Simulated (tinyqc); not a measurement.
Worked calculation: composition and strain of an epitaxial Si(1-x)Ge(x) layer from Raman and X-ray peaks. Computed by tinyqc, a small Python program that keeps every step. Command: `OMP_NUM_THREADS=1 python tinyqc.py 3001514 3001515 out.jsonl epiraman walk`. One thread of a shared host (Intel(R) Xeon(R) Processor @ 2.30GHz), about 0.01 s of CPU time with the checks. Intermediate numbers are printed to about 7 digits and carried at full precision; extremes and crossings named in words are read from the listed rows.

A (001) layer, biaxially strained in the plane. The Raman peaks follow empirical lines omega = w0 + c1 x + c3 x^3 + b eps (c3 for Si-Ge alone), with eps the in-plane strain.

Inputs (values chosen for the exercise, modelled on silicon-germanium):

| quantity | value | unit |
|---|---|---|
| Ge fraction x | 0.67 | - |
| degree of relaxation R | 0.3 | - |
| lattice constant of Si | 5.431 | angstrom |
| lattice constant of Ge | 5.658 | angstrom |
| bowing B | 0.029 | angstrom |
| 2 C12/C11 of Si | 0.776 | - |
| 2 C12/C11 of Ge | 0.756 | - |
| Si-Si: w0 | 520.4 | 1/cm |
| Si-Si: c1 | -65.5 | 1/cm |
| Si-Si: strain coefficient b | -778 | 1/cm |
| Si-Ge: w0 | 399.7 | 1/cm |
| Si-Ge: c1 | 23.9 | 1/cm |
| Si-Ge: c3 | -35.4 | 1/cm |
| Si-Ge: strain coefficient b | -551 | 1/cm |
| Ge-Ge: w0 | 280.3 | 1/cm |
| Ge-Ge: c1 | 18.7 | 1/cm |
| Ge-Ge: strain coefficient b | -454 | 1/cm |
| uncertainty of a Raman peak | 0.2 | 1/cm |
| X-ray wavelength | 1.540598 | angstrom |

Substrate: germanium. Pair of peaks used: Si-Ge and Ge-Ge.

## Lattice constants and strain

Relaxed lattice constant a(x) = a_Si + (a_Ge - a_Si) x - B x (1 - x). In-plane constant a_par = a_sub + R (a(x) - a_sub); eps = a_par/a(x) - 1; eps_perp = -(2 C12/C11) eps with 2 C12/C11 linear in x; a_perp = a(x) (1 + eps_perp).

relaxed constant a(x) = 5.576678 angstrom

substrate constant a_sub = 5.658 angstrom

a_par = 5.633603 angstrom

in-plane strain eps = 10.20775 per mille

strain along the normal = -7.784429 per mille

a_perp = 5.533267 angstrom

The layer is under tension in the plane and is shortened along the normal.

## Raman peaks

Insert x and eps in the three lines; the strain part is b eps.

Si-Si peak = 468.5734 1/cm

Si-Ge peak = 399.4415 1/cm

Ge-Ge peak = 288.1947 1/cm

strain parts (1/cm): Si-Si -7.941629, Si-Ge -5.624470, Ge-Ge -4.634318

Read as unstrained, the Si-Si peak would give x = 0.791 in place of 0.67.

## X-ray (004) reflection

Bragg angle theta = arcsin(2 lambda/a) for (004), for the substrate with a_sub and the layer with a_perp; separation in arc seconds.

theta of the substrate = 32.99551 degree

theta of the layer = 33.83819 degree

separation, layer less substrate = 3033.630 arcsec

## Back from two peaks to composition and strain

Unknowns x and eps (per mille). Newton steps: J d = (measured - model), J = [d omega/dx, d omega/d eps] for the two peaks; start at x = 0.5, eps = 0; stop when |d| < 1e-9. The peaks are rounded to 0.001 per cm; R = (a(x)(1 + eps) - a_sub)/(a(x) - a_sub).

peaks used (1/cm): Si-Ge 399.442, Ge-Ge 288.195

Iterations:

| step | x | eps (per mille) | residual 1 (1/cm) | residual 2 (1/cm) |
|---|---|---|---|---|
| 0 | 0.5000000 | 0.00000 | -7.783000e+00 | -1.455 |
| 1 | 0.7374054 | 12.98344 | 3.466457e+00 | 0.000 |
| 2 | 0.6760993 | 10.45828 | 2.861760e-01 | 0.000 |
| 3 | 0.6700543 | 10.20928 | 2.616011e-03 | 0.000 |
| 4 | 0.6699980 | 10.20697 | 2.254441e-07 | 0.000 |
| 5 | 0.6699980 | 10.20697 | 0 | 0.000 |

recovered x = 0.6699980

recovered eps = 10.20697 per mille

recovered R = 0.3

## Which pair of peaks is best

For each pair invert J = [d omega/dx, d omega/d eps] at the true x. Independent errors of the given size in both peaks give sigma_x and sigma_eps = uncertainty x (norm of the rows of the inverse of J).

Error propagation:

| pair | det J | sigma_x | sigma_eps (per mille) |
|---|---|---|---|
| Si-Si and Si-Ge | 17.59497 | 0.01083667 | 0.7920538 |
| Si-Si and Ge-Ge | 44.2856 | 0.004068038 | 0.3076264 |
| Si-Ge and Ge-Ge | 21.09672 | 0.006768299 | 0.2867417 |

The pair Si-Si and Ge-Ge fixes x best (sigma_x = 0.0041) and Si-Si and Si-Ge worst (0.011), a factor 2.7. Strain moves all peaks the same way, so a good pair needs different ratios of composition slope to strain coefficient, best of opposite sign; the slopes here are -65.5, -23.8 and 18.7 per cm for Si-Si, Si-Ge and Ge-Ge. Errors in the coefficients themselves are not counted.

## Relaxation at fixed composition

(004) Bragg angle theta = arcsin(2 lambda/a), with a = a_perp for the layer and a_sub for the substrate; separation = layer less substrate. The apparent x is the one that a fully strained layer (R = 0) would need to give the same a_perp.

Signatures:

| R | eps (per mille) | Si-Si (1/cm) | Ge-Ge (1/cm) | a_perp (angstrom) | (004) separation (arcsec) | apparent x if R = 0 is assumed |
|---|---|---|---|---|---|---|
| 0.00 | 14.58250 | 465.1698 | 286.2085 | 5.514662 | 3500.505 | 0.6700000 |
| 0.15 | 12.39512 | 466.8716 | 287.2016 | 5.523964 | 3266.586 | 0.6921411 |
| 0.30 | 10.20775 | 468.5734 | 288.1947 | 5.533267 | 3033.630 | 0.7141748 |
| 0.50 | 7.29125 | 470.8424 | 289.5188 | 5.545670 | 2724.511 | 0.7433890 |
| 0.70 | 4.37475 | 473.1114 | 290.8429 | 5.558073 | 2417.078 | 0.7724189 |
| 0.85 | 2.18737 | 474.8132 | 291.8359 | 5.567376 | 2187.602 | 0.7940727 |
| 1.00 | 0.00000 | 476.5150 | 292.8290 | 5.576678 | 1959.060 | 0.8156264 |

Full relaxation moves the Si-Si peak by +11.35 per cm and shrinks the X-ray separation to 56 % of its strained value, about 1/(1 + 2 C12/C11). A symmetric reflection alone cannot part x from R: a relaxed layer read as strained gives x = 0.816 in place of 0.67. An asymmetric reflection or a second peak is needed.

Checks made by the program: recovered composition (relative difference 3e-06).
